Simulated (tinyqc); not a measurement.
From results back to parameters: band-to-band tunnelling across a p-n junction in a two-band chain. Three cases, with inputs chosen for the exercise.

Problem. In a uniform field T = exp(-B/F), B = (pi/4) sqrt(m/c) Eg^(3/2), c = hbar^2/2m0, 1 V/angstrom = 100 MV/cm. m is the band-edge mass, the same for both bands (twice the reduced mass). The ratio below comes from a hidden m.

Constants: hbar^2/2m0 = 3.80998211 eV angstrom^2.

Case 1.

Values chosen (out of a larger set: gap and mass near those of InGaAs; not measured data):
- Eg = 0.767 eV (gap)
- F1 = 1.12 MV/cm (first field)
- F2 = 3.01 MV/cm (second field)

ln(T2/T1) = 3.094331

Case 2.

Values chosen (out of a larger set: gap and mass near those of InSb; not measured data):
- Eg = 0.171 eV (gap)
- F1 = 1.01 MV/cm (first field)
- F2 = 3.08 MV/cm (second field)

ln(T2/T1) = 0.228769

Case 3.

Values chosen (out of a larger set: gap and mass near those of InAs; not measured data):
- Eg = 0.366 eV (gap)
- F1 = 1.12 MV/cm (first field)
- F2 = 2.12 MV/cm (second field)

ln(T2/T1) = 0.570298

Find: B; m.

Solution. B is the logarithm over 1/F1 - 1/F2, and m = c (4B/pi)^2/Eg^3 with B in V/angstrom.

Case 1.

B = 5.519 MV/cm
m = 0.0417 m0

Case 2.

B = 0.344 MV/cm
m = 0.0146 m0

Case 3.

B = 1.354 MV/cm
m = 0.0231 m0

Computed by tinyqc, one run a case: `OMP_NUM_THREADS=1 python tinyqc.py N N+1 out.jsonl` with N = 1452465, 1452474, 1452501; one thread of a shared Intel(R) Xeon(R) Processor @ 2.30GHz, about 0.01 s a run at most.
